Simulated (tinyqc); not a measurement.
# Inductance and parasitic capacitance from two readings

Inverse problem. A loss-free coil L in parallel with C shows the apparent inductance L/(1 - w^2 L C), w = 2 pi f. Find L, C and the self-resonance 1/(2 pi sqrt(L C)).

apparent inductance at 1.9 and 3.8 GHz (nH): 5.3752591  10.872370

Solution. The inverse of the reading is 1/L - w^2 C, a straight line in w^2.

L = 4.600 nH
C = 220.0 fF
self-resonance = 5.003 GHz

Program tinyqc, `OMP_NUM_THREADS=1 python tinyqc.py 2302190 2302191 out.jsonl`; Intel Xeon 2.30GHz, shared host, one thread, about 0.01 s.
